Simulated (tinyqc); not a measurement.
Changing the interface energy gamma: classical nucleation, growth and JMAK kinetics of crystallisation from a melt or glass. Computed by tinyqc, a small Python program. Command: `OMP_NUM_THREADS=1 python tinyqc.py 3025705 3025706 out.jsonl nucl sweep`. One thread of a shared host (Intel(R) Xeon(R) Processor @ 2.30GHz), about 0.01 s of CPU time with the checks.

A spherical nucleus cap on a flat wall with a sharp interface of isotropic energy gamma; lambda = Omega^(1/3) is the jump distance.

Inputs (values chosen for the exercise, for a model substance):
```
quantity                        value        unit
melting point T_m                1790           K
heat of melting per volume H     2370      J/cm^3
atomic volume Omega              12.8  angstrom^3
temperature T                    1030           K
diffusion prefactor D0        1.6e-07       m^2/s
activation energy Q              1.76          eV
contact angle theta                65     degrees
wall area per volume S_v      1.3e+07         1/m
```

Nucleation: on a flat wall. Driving force: Thompson-Spaepen.

Constants: e = 1.602176634e-19 C; k_B = 1.380649e-23 J/K; k_B = 8.617333262e-05 eV/K.

Method:
- Driving force per volume: dG = H [(T_m - T)/T_m] [2 T/(T_m + T)].
- Shape factor f = (2 + cos theta)(1 - cos theta)^2/4.
- W(r) = f [4 pi r^2 gamma - (4/3) pi r^3 dG]; r* = 2 gamma/dG; W* = f 16 pi gamma^3/(3 dG^2); n* = f (4/3) pi r*^3/Omega.
- D = D0 exp(-Q/(k_B T)); attachment rate k+ = (A*/lambda^2) D/lambda^2 with A* = 2 pi r*^2 (1 - cos theta); Zeldovich factor Z = sqrt(W*/(3 pi k_B T))/n*; sites per volume N = S_v/lambda^2; I = N Z k+ exp(-W*/(k_B T)); lag time = 1/(4 pi Z^2 k+).
- Growth (Wilson-Frenkel): u = (D/lambda) [1 - exp(-dG Omega/(k_B T))].
- JMAK with steady nucleation and growth, nuclei spread at random: extended fraction X_e = (pi/3) I u^3 t^4, X = 1 - exp(-X_e); t_X = [-3 ln(1 - X)/(pi I u^3)]^(1/4); final grains per volume = Gamma(5/4) (3/pi)^(1/4) (I/u)^(3/4), Gamma(5/4) = 0.9064024771.
- The nose is the T between 0.3 and 0.97 T_m where I u^3 is largest; the time is for X = 1e-6, and the critical cooling rate is estimated as (T_m - T_nose)/t_nose.

One run for each value; columns: (1) interface energy gamma (J/m^2); (2) barrier W* (eV); (3) nucleation rate I (1/(m^3 s)); (4) nose temperature (K); (5) critical cooling rate (K/s):
```
(1)        (2)         (3)     (4)         (5)
0.147  0.12413  4.0541e+29  1507.8  7.2974e+08
0.165  0.17554  2.4067e+29  1481.2  5.2973e+08
0.183  0.23949  1.2332e+29  1455.1  3.6647e+08
0.201  0.31734  5.3763e+28  1429.7  2.4177e+08
0.219  0.41046  1.9655e+28  1404.8  1.5209e+08
0.237  0.52021  5.9375e+27  1380.7  9.1157e+07
0.255  0.64797  1.4601e+27  1357.3  5.1989e+07
0.273  0.79510  2.8792e+26  1334.6  2.8165e+07
```

Describe and explain the trends.

Over the rows, barrier W* (eV) rises from 0.124 to 0.795 (exponent d ln y / d ln x about 3.0 throughout); nucleation rate I (1/(m^3 s)) falls from 4.05e29 to 2.88e26 (exponent d ln y / d ln x -4.5 between the first rows and -24 between the last); nose temperature (K) falls from 1510 to 1330 (exponent d ln y / d ln x -0.15 between the first rows and -0.25 between the last). The exponent of barrier W* stays at 3: W* goes as gamma^3. Across a change of gamma by a factor 1.86 the rate falls by 3.1 decades, because W* enters the exponent as gamma^3; this is why measured rates fix gamma well and computed gamma fixes rates badly.

Caution (all rows): with under 20 atoms in the nucleus or a barrier under 10 k_B T the capillary model is only a guide. Caution (rows 0.147): homogeneous nucleation, left out here, would be as fast or faster: the wall offers too few sites or too small a cut in the barrier. Caution (rows 0.147, 0.165, 0.183, 0.201, 0.219): at the nose the nucleus has under 20 atoms or the barrier is under 10 k_B T, so the result is only a guide. Caution (all rows): at the nose the lag time is not small against the nose time, so steady nucleation overstates the critical cooling rate.

Extremes, crossings and ranges named in words are read from the listed rows.
